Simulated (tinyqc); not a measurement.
MESFET, gradual channel with velocity saturation: course of the iteration: the saturation point by Newton steps.

A uniformly doped n-type channel, depleted from the top by a Schottky gate; at channel potential V the depleted share of a is u = sqrt((Vbi - Vg + V)/Vp), s at the source. Electrons drift with v = mu E/(1 + mu E/vsat). Abrupt depletion edge, no series resistance, source at 0.

a is the channel (half-)thickness, Vp its pinch-off voltage and Z = mu Vp/(vsat L); an iterate with u > 1 is an overshoot, not a physical state. f = (1 - u)(1 + Z (u^2 - s^2)) - Z F/3, F = 3 (u^2 - s^2) - 2 (u^3 - s^3); f' = -(1 + Z (u^2 - s^2)); u(new) = u - f/f'.

Stop when u changes by less than 1e-10, or after 60 iterations.

u at the start = 0.412
Z = 17.6473
s = 0.411904

Course of the iteration:
```
iteration         u  |change|
1          0.999183     0.587
2          0.762519     0.237
3          0.652481     0.110
4          0.624378    0.0281
5          0.622544   1.83e-3
6          0.622536   7.65e-6
7          0.622536  1.33e-10
8          0.622536         0
```

Did this iteration meet its convergence test, and what does its course show?

Yes. Converged in 8 iterations. At the end the number of correct digits about doubles with each step.

Range of the model: The donor density is not small against Nc, so the Boltzmann form of the built-in voltage is rough.

Program tinyqc, `OMP_NUM_THREADS=1 python tinyqc.py 2500134 2500135 out.jsonl`; Intel Xeon 2.30GHz, shared host, one thread, about 0.07 s.
